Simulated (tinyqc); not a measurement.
Plane-wave Kohn-Sham cycle with exchange-only LDA in a layered model solid, step by step. Computed by tinyqc, a small Python program that keeps every step. Settings: points = 16, plane-wave index or count = 3, electrons = 2, k points = 1, area = 36.0, mixing = 0.1, iteration cap = 75. Command: `OMP_NUM_THREADS=1 python tinyqc.py 27932 27933 out.jsonl` (the two numbers bound the seeds that draw the settings). One thread of a shared host (Intel(R) Xeon(R) Processor @ 2.60GHz), about 0.01 s of CPU time with the checks.

A solid whose potential varies along x alone (atomic units):
```
parameter                      value
period a                    7.400000
cross-section of the cell  36.000000
electrons per cell                 2
grid points                       16
plane waves -n..n, n               3
k points                           1
V1 in V1 cos(2 pi x/a)     -0.440000
V2 in V2 cos(4 pi x/a)      0.200000
```

Stop when sqrt(dV sum R^2) is below 1e-8, dV = a A/N.

Course of the cycle:
```
iteration  E (hartree)  norm of the residual
1           -0.6052407              9.71e-02
2           -0.5975077              8.65e-02
3           -0.5913441              7.70e-02
4           -0.5864772              6.86e-02
5           -0.5826618              6.11e-02
6           -0.5796885              5.44e-02
7           -0.5773835              4.84e-02
8           -0.5756048              4.31e-02
9           -0.5742382              3.83e-02
10          -0.5731928              3.41e-02
11          -0.5723965              3.04e-02
...                ...                   ...
65          -0.5700696              8.19e-05
66          -0.5700696              7.38e-05
67          -0.5700696              6.65e-05
68          -0.5700696              6.00e-05
69          -0.5700696              5.40e-05
70          -0.5700697              4.87e-05
71          -0.5700697              4.39e-05
72          -0.5700697              3.96e-05
73          -0.5700697              3.57e-05
74          -0.5700697              3.22e-05
75          -0.5700697              2.91e-05
```

Can the last value be used, and what does the course show?

Not by the stop rule, although the second column moves by less than 1e-07 over the last three steps. Not converged within 75 iterations: the residual falls steadily but slowly, by a factor of about 0.90 a step. Reruns (cap 100 unless said): mixing 0.5, Kerker q0 1.0: converged in 65 (E = -0.57007); mixing 0.3, Pulay depth 5: converged in 9 (E = -0.57007); the original settings with a cap of 400: converged in 155 (E = -0.57007).
